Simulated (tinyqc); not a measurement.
Worked calculation: Fermi-Dirac statistics of conduction electrons. Values are carried at full precision from step to step, so a last printed digit may differ when a step is redone from the rounded ones.

Constants: hbar^2/2m0 = 3.80998211 eV angstrom^2; kB = 8.617333262e-05 eV/K; e^2/(4 pi eps0) = 14.39964547 eV angstrom.

Parameters, chosen for this exercise (near those of InAs, lowest valleys alone; shifted at random, so the results belong to these values and not to a real crystal):
```
symbol  value    unit    meaning
m       0.0266   m0      density-of-states mass of the conduction band
T       400      K
n       9.9e+17  1/cm^3  electron density
eps     15.9             static dielectric constant
alpha   2.82     1/eV    non-parabolicity
mh      0.419    m0      heavy-hole mass
Eg      0.336    eV      gap
```

## Reduced density

N = 2 (m kB T/(4 pi c))^(3/2) with c = hbar^2/2m0, in 1/angstrom^3; times 1e24 for 1/cm^3; u = n/Nc.

kT = 0.034469 eV
Nc = 1.6761e+17 1/cm^3
u = n/Nc = 5.90653

## Reduced Fermi level by five rules

F_j(eta) = (1/Gamma(j + 1)) integral_0^infinity x^j dx/(1 + exp(x - eta)), which tends to exp(eta) for eta << 0.

With u = n/Nc: Boltzmann eta = ln u; Joyce-Dixon eta = ln u + u/sqrt(8) - 4.95009e-3 u^2 + 1.48386e-4 u^3 - 4.42563e-6 u^4; Nilsson eta = ln u/(1 - u^2) + v/(1 + (0.24 + 1.08 v)^-2) with v = (3 sqrt(pi) u/4)^(2/3); fully degenerate limit eta = v; exact: F_1/2(eta) = u.

Find eta = (EF - Ec)/kT by each rule.

eta: Boltzmann 1.776, Joyce-Dixon 3.717, Nilsson 3.713, degenerate 3.950, exact 3.718

Against the exact value the errors are Boltzmann -1.941, Joyce-Dixon -0.001, Nilsson -0.005, degenerate limit +0.233 (in kT).

## Exact eta by Newton steps

Solve ln F_1/2(eta) = ln u from the Boltzmann value; dF_1/2/d eta = F_-1/2, so the step is -ln(F_1/2/u) F_1/2/F_-1/2. Stop below 1e-9.

Newton steps:
```
step       eta    F_1/2   F_-1/2  step taken
1     1.776059  2.50639  1.36938        1.57
2     3.345030  5.14806  1.97414       0.358
3     3.703436  5.87704  2.09264      0.0141
4     3.717495  5.90649  2.09715    2.00e-05
5     3.717515  5.90653  2.09716    4.05e-11
```

Converged in 5 steps.

## Mean energy, Einstein relation and screening

eta = 3.71751

Mean kinetic energy <E> = (3/2) kT F_3/2/F_1/2; D/mu = (kT/e) F_1/2/F_-1/2; dn/dEF = (Nc/kT) F_-1/2; screening length L = (4 pi (e^2/(4 pi eps0)) (dn/dEF)/eps)^(-1/2), with dn/dEF in 1/(angstrom^3 eV) (1/cm^3 = 1e-24/angstrom^3).

F_-1/2, F_1/2, F_3/2: 2.097  5.907  11.51

<E> = 100.73 meV
D/mu = 97.08 mV
dn/dEF = 1.020e+19 1/(cm^3 eV)
L = 92.83 angstrom

The gas is degenerate. D/mu is 2.816 times kT/e and <E> is 1.948 times (3/2) kT; the Debye formula, with n/kT in place of dn/dEF, would give L = 55.31 angstrom.

## Fermi level in the non-parabolic band

Non-parabolic band E (1 + alpha E) = c k^2/m: n = Nc (2/sqrt(pi)) integral_0^infinity sqrt(x (1 + a x)) (1 + 2 a x) dx/(1 + exp(x - eta)) with a = alpha kT and eta = (EF - Ec)/kT; a = 0 gives n = Nc F_1/2(eta).

Solve for eta at the same n.

a = 0.09720
eta = 2.492
EF - Ec = 85.89 meV

The extra states lower EF by 42.25 meV against the parabolic band.

## Burstein-Moss edge

Vertical transitions from the heavy-hole band reach half-empty states at the k where the conduction energy equals EF: k^2 = E (1 + alpha E) m/c with E = EF - Ec and c = hbar^2/2m0; edge = Eg + E + c k^2/mh. Gap narrowing by many-body effects is left out.

k = 0.02729 1/angstrom
hole energy = 0.0068 eV
edge = 0.4287 eV

The edge moves up by 92.7 meV, of which the valence band supplies 7 %.

## Checks

- Non-parabolic integral at a = 0 against F_1/2(2): both 2.823721.
- F_1/2(40) against the Sommerfeld form (4/(3 sqrt(pi))) eta^(3/2) (1 + pi^2/(8 eta^2)): both 190.45.

tinyqc: `OMP_NUM_THREADS=1 python tinyqc.py 1680147 1680148 out.jsonl`; about 0.01 s, one thread, shared Intel(R) Xeon(R) Processor @ 2.30GHz.
